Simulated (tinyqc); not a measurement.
# Pinning of the barrier by interface states

Cowley-Sze model with the space charge neglected: phiB = S (phiM - chi) + (1 - S)(Eg - phi0), S = 1/(1 + q Dit dl/(eps0 ei)), dl in cm.

Inputs (values chosen for the exercise); band and dielectric values those of a made-up semiconductor:
```
symbol,value,unit,meaning
Eg,2.74,eV,band gap
chi,4.44,eV,electron affinity
dl,0.6,nm,thickness of the interfacial layer
ei,1,,relative permittivity of the interfacial layer
phi0,0.83,eV,neutral level above the valence band
phiM,5.07,eV,metal work function
```

Constants: q = 1.602176634e-19 C, eps0 = 8.8541878128e-14 F/cm where lengths are in cm. Results are converted to the units shown.

Result of one run:
```
S       phiB (eV)  change of phiB for 0.5 eV more work function (eV)
0.4795      1.296                                             0.2397
```

Which density of interface states Dit gave this result: 1e11, 1e13, 3e13, 3e14 or 1e15 cm^-2 eV^-1?

Dit = 1e13 cm^-2 eV^-1.

The whole series:
```
Dit (cm^-2 eV^-1)         S  phiB (eV)  change of phiB for 0.5 eV more work function (eV)
1e11                 0.9893     0.6437                                             0.4946
3e11                 0.9685     0.6704                                             0.4842
1e12                 0.9021     0.7554                                             0.4510
3e12                 0.7543     0.9445                                             0.3772
1e13                 0.4795      1.296                                             0.2397
3e13                 0.2349      1.609                                             0.1175
1e14                0.08434      1.802                                            0.04217
3e14                0.02979      1.872                                            0.01489
1e15               0.009127      1.898                                           0.004563
```

S falls from 0.989 to 0.00913, passing 1/2 at Dit = eps0 ei/(q dl) = 9.21e12 cm^-2 eV^-1. The barrier rises from 0.644 to 1.90 eV, from near the Schottky-Mott value phiM - chi = 0.630 eV towards the pinned value Eg - phi0 = 1.91 eV.

Program tinyqc, `OMP_NUM_THREADS=1 python tinyqc.py 2020161 2020162 out.jsonl`; Intel Xeon 2.30GHz, shared host, one thread, about 0.1 s.
